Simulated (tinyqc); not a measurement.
# Phonon and roughness prefactors from two fields

Problem. At 300 K and high field 1/mu = E^(1/3)/Ap + E^gs/As, E in MV/cm. Find Ap and As.

Parameters, values chosen for the exercise: exponent of the roughness term gs = 2.

mu at E = 0.55 and 1.09 MV/cm (cm^2/(V s)): 421.70767  273.39688

Answer. Two linear equations in 1/Ap and 1/As.

Ap = 387 cm^2/(V s)
As = 1.19e3 cm^2/(V s)

Computed by the program tinyqc: `OMP_NUM_THREADS=1 python tinyqc.py 2510026 2510027 out.jsonl`, one thread of a shared Intel Xeon 2.30GHz, about 0.01 s for the whole run.
